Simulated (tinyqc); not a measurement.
Sub-threshold conduction and electro-thermal threshold of an amorphous chalcogenide: one step of the calculation.

Trap-limited conduction: I = I0 exp(-Ea/kB T) sinh(q V dz/(2 ua kB T)), I0 = 2 q A Nt dz/ta. One lumped temperature T = T0 + Rt I V. The threshold is the largest V for which a steady state exists on the low-current branch.

Question. Self-heating. I at the present T, then T(new) = T0 + Rt I V.

Values chosen for this exercise; values of the order of Ge-Sb-Te and related chalcogenides: ambient temperature T0 = 300 K; cross-section A = 2100 nm^2; amorphous thickness ua = 21 nm; distance between traps dz = 5.7 nm; activation energy Ea = 0.3 eV; trap density Nt = 5.1e18 cm^-3; attempt time ta = 1e-14 s; thermal resistance Rt = 5.1 K/uW; voltage across the amorphous layer V = 1.29 V.

Constants: q = 1.602176634e-19 C, kB = 1.380649e-23 J/K. Results are converted to the units shown.

T after iteration 1 = 351.26564 K

Find: I; T after iteration 2.

Answer.

I = 15.77 uA
T after iteration 2 = 403.8 K

Range of the model: Purely electronic switching mechanisms, filaments and series resistance are left out.

Program tinyqc, `OMP_NUM_THREADS=1 python tinyqc.py 2490101 2490102 out.jsonl`; Intel Xeon 2.30GHz, shared host, one thread, about 0.01 s.
